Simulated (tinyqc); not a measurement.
# Octagonal on-chip spiral inductor, lumped pi model: what changes with what

Outer diameter do = di + 2 n wd + 2 (n - 1) sp, mean da = (do + di)/2, fill p = (do - di)/(do + di), length l = 3.314 n da. L = 2.25 mu0 n^2 da/(1 + 3.55 p), mu0 = 4 pi 1e-7 H/m. Rs = rho l/(wd delta (1 - exp(-th/delta))), delta = sqrt(rho/(pi f mu0)). Cs = n wd^2 eps0 eo/hu across the coil. At each end Cox = l wd eps0 eo/(2 ho) leads to the substrate branch Rsi = 2 rs he/(l wd) in parallel with Csi = l wd eps0 11.7/(2 he). With one end grounded Y = 1/(Rs + i w L) + i w Cs + 1/[1/(i w Cox) + 1/(1/Rsi + i w Csi)], w = 2 pi f; Q = -Im Y/Re Y. Eddy currents in neighbouring turns and in the substrate are left out.

Values chosen for this exercise; values of the order met in silicon radio-frequency processes: number of turns n = 3.5; line width wd = 20 um; space between turns sp = 2 um; inner diameter di = 60 um; metal thickness th = 3.4 um; metal resistivity rho = 1.9 uohm cm; oxide below the coil ho = 3.4 um; oxide between coil and underpass hu = 1 um; relative permittivity of the oxide eo = 3.9; substrate resistivity rs = 100 ohm cm; effective spreading depth in the substrate he = 50 um; frequency f = 0.95 GHz.

Constants: eps0 = 8.8541878128e-12 F/m. Results are converted to the units shown.

Each table varies one quantity; the others keep the values above.

## Quality factor against frequency

Apparent inductance Im(1/Y)/w; share of the loss Re(substrate branch)/Re Y.

Result of one run:
```
f (GHz)  Rs (ohm)  w L/Rs      Q  apparent inductance (nH)  loss in the substrate (%)
0.24       0.6244   3.799  3.793                     1.574                    0.09557
```

What becomes of these results when the frequency f is changed from 0.24 to 4.6 GHz, all else the same?

Result of the changed run:
```
f (GHz)  Rs (ohm)  w L/Rs      Q  apparent inductance (nH)  loss in the substrate (%)
4.6         1.509   30.14  20.95                     1.745                      22.81
```

The whole series:
```
f (GHz)  Rs (ohm)  w L/Rs      Q  apparent inductance (nH)  loss in the substrate (%)
0.24       0.6244   3.799  3.793                     1.574                    0.09557
0.4        0.6864   5.760  5.733                     1.575                     0.3548
0.65       0.7664   8.384  8.279                     1.577                      1.007
1.1        0.8855   12.28  11.88                     1.582                      2.676
1.7         1.019   16.49  15.35                     1.595                      5.544
2.8         1.226   22.57  19.16                     1.633                      11.82
4.6         1.509   30.14  20.95                     1.745                      22.81
7.6         1.896   39.63  17.59                     2.152                      39.13
12          2.360   50.26  7.158                     4.738                      56.29
```

Q goes from 3.79 through a maximum of 20.9 (at f = 4.6 GHz among the rows listed) to 7.16; the exact peak is 21.0 at 4.53 GHz and Q reaches zero at the self-resonance, 14.6 GHz. The share of the substrate rises from 0.0956 to 56.3 %, and the apparent inductance ends at 3.01 times L. At the peak the substrate takes 22.4 % of the loss.

## Effect of the number of turns

Same model as above.

Peak Q and its frequency from a search over f; self-resonance where Im Y = 0; Q at the given f (negative beyond resonance).

Effect of the number of turns:
```
n    L (nH)  do (um)  peak Q  f of the peak (GHz)  self-resonance (GHz)  Q at f
1.5  0.2620    122.0   31.04                23.04                 58.23   6.378
2.5  0.7493    166.0   25.49                9.038                 25.83   8.764
3.5   1.573    210.0   20.95                4.528                 14.62   10.79
4.5   2.815    254.0   17.24                2.588                 9.363   12.27
5.5   4.556    298.0   14.28                1.609                 6.475   12.76
6.5   6.879    342.0   11.98                1.060                 4.717   11.92
8.5   13.60    430.0   8.941               0.5192                 2.778   7.330
```

What does the table show?

As n goes from 1.5 to 8.5, L rises from 0.262 to 13.6 nH, the peak Q falls from 31.0 to 8.94, its frequency falls from 23.0 to 0.519 GHz and the self-resonance falls from 58.2 to 2.78 GHz.

Program tinyqc, `OMP_NUM_THREADS=1 python tinyqc.py 2302228 2302229 out.jsonl`; Intel Xeon 2.30GHz, shared host, one thread, about 0.01 s.
